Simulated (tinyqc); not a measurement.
X-ray photoelectron analysis of a thin oxide on a semiconductor: attenuation lengths, thickness, angle series and band offsets: one step, computed by the program tinyqc.

The same element is seen in the oxide and in the substrate, at nearly the same kinetic energy; films are flat and uniform, and the work function is ignored.

Problem. Band offsets by core levels. Valence band offset = (E_core - E_v)(substrate) - (E_core - E_v)(oxide) + (core level separation at the interface, oxide less substrate). The separation is made here from the given offset; a uniform field F that raises the binding energy towards the surface shifts the oxide peak by e F <z>, <z> = d/(1 - exp(-x)) - d/x, x = d/(L_o cos theta), being the mean distance from the interface. Conduction band offset = oxide gap - substrate gap - valence band offset.

Inputs (values chosen for the exercise, modelled on SiO2 on silicon):

| quantity | value | unit |
|---|---|---|
| oxide gap | 8.75 | eV |
| substrate gap | 1.12 | eV |
| oxide thickness d | 7.2 | nm |
| valence band offset used to make the data | 4.47 | eV |
| core level less valence band top, substrate | 98.88 | eV |
| core level less valence band top, thick oxide | 98.36 | eV |
| field in the oxide | 0.47 | MV/cm |

d/(L_o cos theta) = 2.919337

Give: separation without field; <z>; separation with field; apparent valence band offset; true conduction band offset; apparent conduction band offset.

Solution.

separation without field = 3.95 eV

<z> = 5.144 nm

separation with field = 4.192 eV

apparent valence band offset = 4.712 eV

true conduction band offset = 3.16 eV

apparent conduction band offset = 2.918 eV

The field biases both offsets by 0.24 eV, in opposite directions.
